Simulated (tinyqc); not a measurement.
Displacements against temperature: thermal displacements in the Debye model: Debye-Waller factors, bond-length spread and the Lindemann rule. Computed by tinyqc, a small Python program. Command: `OMP_NUM_THREADS=1 python tinyqc.py 3001807 3001808 out.jsonl debyewaller walk`. One thread of a shared host (Intel(R) Xeon(R) Processor @ 2.30GHz), about 0.01 s of CPU time with the checks.

A Debye spectrum with three branches of one velocity, cut at k_B Theta; 4 atoms per cube, nearest neighbours at d = 0.707107 a.

Inputs (values chosen for the exercise, modelled on nickel):

| quantity | value | unit |
|---|---|---|
| atomic mass M | 58.69 | u |
| Debye temperature Theta | 435 | K |
| lattice constant a | 3.524 | angstrom |
| temperature T | 20 | K |

Structure: fcc.

reflection (h k l): 4  2  0

Constants: hbar^2/u = 4.18015928e-03 eV angstrom^2; k_B = 8.617333262e-05 eV/K.

Method:
- <u_x^2> = (3 hbar^2/(2 M k_B Theta)) int_0^1 s coth(s Theta/(2T)) ds (64 Gauss-Legendre points); it tends to 3 hbar^2/(4 M k_B Theta) at T = 0 and to 3 hbar^2 T/(M k_B Theta^2) at high T.
- B = 8 pi^2 <u_x^2>.
- G = 2 pi sqrt(h^2 + k^2 + l^2)/a; the intensity is multiplied by exp(-2W), 2W = G^2 <u_x^2>; the loss goes into thermal diffuse scattering.
- Correlated Debye model: sigma^2 = (3 hbar^2/(M k_B Theta)) int_0^1 s coth(s Theta/(2T)) [1 - sin(s q_D R)/(s q_D R)] ds for two atoms at distance R, q_D = (6 pi^2 n)^(1/3), n atoms per volume; uncorrelated motion would give 2 <u_x^2>.
- The correlation is 1 - sigma^2/(2 <u_x^2>); exp(-2W) uses 2W = G^2 <u_x^2>.

|G| = 7.97368 1/angstrom

Displacements (angstrom^2):

| T (K) | <u_x^2> | classical | sigma^2 at d | sigma^2 at 2d | exp(-2W) |
|---|---|---|---|---|---|
| 13 | 0.0014334 | 1.7035e-04 | 0.0024539 | 0.0027182 | 0.91289 |
| 44 | 0.0015209 | 5.7657e-04 | 0.0024746 | 0.0027751 | 0.90783 |
| 87 | 0.0017909 | 0.0011400 | 0.0026553 | 0.0031139 | 0.89238 |
| 150 | 0.0023909 | 0.0019656 | 0.0032488 | 0.0040136 | 0.85898 |
| 240 | 0.0034230 | 0.0031449 | 0.0044170 | 0.0056415 | 0.80442 |
| 350 | 0.0047802 | 0.0045863 | 0.0060279 | 0.0078175 | 0.73792 |
| 520 | 0.0069455 | 0.0068140 | 0.0086493 | 0.011312 | 0.64301 |
| 780 | 0.010309 | 0.010221 | 0.012760 | 0.016757 | 0.51921 |
| 960 | 0.012651 | 0.012580 | 0.015632 | 0.020553 | 0.44737 |

What follows from these numbers?

The classical line is within 5 % from T = 350 K (T/Theta = 0.80) on. The correlation of nearest neighbours grows from 0.14 to 0.38, since thermal motion weights long waves, which move neighbours together, more than zero-point motion does; at 2d it ends at 0.19. The reflection keeps 91 % of its intensity at the lowest T and 45 % at the highest.

Extremes, crossings and ranges named in words are read from the listed rows.
